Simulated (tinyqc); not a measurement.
Resistance of a tapered via with liner, size effect and interface: via resistance against the liner on the sidewall.

A round via whose diameter grows from db at the bottom as D(z) = db + 2 z/tan(ang). The fill, of diameter D - 2 tl, starts above the bottom liner (thickness fb tl) and has rho = rho0 (1 + ks lam/(D - 2 tl)); the sidewall liner conducts in parallel with it. The bottom liner and the interface are crossed over the full area pi db^2/4. Spreading in the lines above and below is left out.

Slices between z0 = fb tl and hv, evaluated at their midpoints: conductance per length pi/4 [(D - 2 tl)^2/rho + (D^2 - (D - 2 tl)^2)/rl], slice resistance = slice height over that. 2000 slices. R_fill = sum of the slices; R_bottom = rl fb tl/(pi db^2/4); R_interface = ri/(pi db^2/4); ballistic (Sharvin) limit 1/(Sb pi (db - 2 tl)^2/4); ideal cylinder rho0 hv/(pi db^2/4).

Parameters, values chosen for the exercise; fill metal close to molybdenum:
- db = 11 nm (diameter at the bottom)
- hv = 20 nm (height)
- ang = 86 degrees (sidewall angle)
- rho0 = 5.27 uohm cm (bulk resistivity of the fill)
- lam = 11.5 nm (mean free path of the fill)
- ks = 1.5 (size-effect factor)
- fb = 0.5 (liner at the bottom over that on the sidewall)
- rl = 310 uohm cm (resistivity of the liner)
- ri = 2.4e-12 ohm cm^2 (interface resistivity at the bottom)
- Sb = 1.3e15 S/m^2 (ballistic conductance per area, about 3/(4 rho0 lam))

The same in every row: R_interface (ohm) = 2.525.

Result of one run:
```
tl (nm)  R_fill (ohm)  R_bottom (ohm)  R (ohm)  ballistic limit (ohm)  R over ideal cylinder  largest part
0.9             30.76           14.68    47.96                  11.57                  4.325          fill
```

What becomes of these results when the liner on the sidewall tl is changed from 0.9 to 0.4 nm, all else the same?

Result of the changed run:
```
tl (nm)  R_fill (ohm)  R_bottom (ohm)  R (ohm)  ballistic limit (ohm)  R over ideal cylinder  largest part
0.4             24.90           6.524    33.95                  9.414                  3.061          fill
```

The whole series:
```
tl (nm)  R_fill (ohm)  R_bottom (ohm)  R (ohm)  ballistic limit (ohm)  R over ideal cylinder  largest part
0               21.30               0    23.83                  8.094                  2.149          fill
0.4             24.90           6.524    33.95                  9.414                  3.061          fill
0.9             30.76           14.68    47.96                  11.57                  4.325          fill
1.3             36.97           21.20    60.69                  13.88                  5.473          fill
1.8             47.50           29.36    79.39                  17.89                  7.158          fill
2.2             59.15           35.88    97.56                  22.48                  8.796          fill
2.7             79.81           44.04    126.4                  31.23                  11.39          fill
3.1             103.5           50.56    156.6                  42.51                  14.12          fill
```

R rises from 23.8 to 157 ohm. The fill is the largest part at tl = 0 and in all other rows. The share of the two bottom terms goes from 10.6 to 33.9 %.

Computed by the program tinyqc: `OMP_NUM_THREADS=1 python tinyqc.py 2750123 2750124 out.jsonl`, one thread of a shared Intel Xeon 2.30GHz, about 0.01 s for the whole run.
